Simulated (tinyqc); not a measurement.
Electromigration in a confined line: Blech product, Korhonen stress evolution and Black's law. Changing the line length L. Computed by tinyqc, a small Python program. Command: `OMP_NUM_THREADS=1 python tinyqc.py 3019295 3019296 out.jsonl emigr sweep`. One thread of a shared host (Intel(R) Xeon(R) Processor @ 2.30GHz), about 0.01 s of CPU time with the checks.

The electron wind pushes atoms from the cathode (x = 0) to the anode (x = L); blocking ends build a back stress (tension positive). The input rho is taken not to change with temperature. d sigma/dt = d/dx [kappa (d sigma/dx + G)], with zero flux at both ends and sigma = sigma_0 at t = 0.

Inputs (values chosen for the exercise, close to those used for copper lines):
```
quantity                      value          unit
resistivity rho                2.44  micro-ohm cm
atomic volume Omega            11.8    angstrom^3
effective charge number Z*      1.9             -
prefactor D0                5.2e-08         m^2/s
activation energy E           0.887            eV
effective modulus B              28           GPa
critical stress sigma_c         110           MPa
initial stress sigma_0           57           MPa
current density j               2.4       MA/cm^2
test temperature T              270             C
```

Start: thermal stress.

Constants: e = 1.602176634e-19 C; k_B = 8.617333262e-05 eV/K; k_B = 1.380649e-23 J/K.

Method:
- G = Z* e rho j/Omega; D = D0 exp(-E/(k_B T)); kappa = D B Omega/(k_B T); drift velocity of an unconfined line v = D Z* e rho j/(k_B T). SI: 1 micro-ohm cm = 1e-8 ohm m, 1 MA/cm^2 = 1e10 A/m^2.
- Temperatures in kelvin are T(C) + 273.15.
- At steady state sigma(x) = sigma_0 + G (L/2 - x). A void forms only if the cathode stress reaches sigma_c, that is if j L exceeds (j L)_c = 2 Omega (sigma_c - sigma_0)/(Z* e rho). Time scale tau = L^2/kappa.
- sigma(x, t) = sigma_0 + G L [1/2 - x/L - 4 sum_(m odd) cos(m pi x/L) exp(-m^2 pi^2 s)/(m pi)^2], s = t/tau, summed to m = 399.
- Solve sigma(0, t) = sigma_c for s; the semi-infinite estimate is t = (pi/kappa) ((sigma_c - sigma_0)/(2 G))^2.

One run for each value:
```
line length L (um)  nucleation time (h)  semi-infinite estimate (h)  j L (A/cm)  steady cathode stress (MPa)
8                               0.25200                     0.19917        1920                        117.4
13                              0.20008                     0.19917        3120                        155.2
20                              0.19917                     0.19917        4800                        208.1
32                              0.19917                     0.19917        7680                        298.7
50                              0.19917                     0.19917       12000                        434.7
80                              0.19917                     0.19917       19200                        661.3
130                             0.19917                     0.19917       31200                       1039.0
200                             0.19917                     0.19917       48000                       1567.7
```

Describe and explain the trends.

Over the rows, nucleation time (h) falls from 0.252 to 0.199, flat over part of the range. At the high end the exponent of nucleation time is 0.00, close to 0: the far end is not felt. The ratio of nucleation time to semi-infinite estimate falls from 1.27 to 1.00: short lines feel the back stress, and the time diverges as j L approaches the critical product. Lines below it form no void. Left out: 320, 500 (the series is not converged at so short a time).

Caution (all rows): a steady stress above sigma_c is formal, since a void forms first.
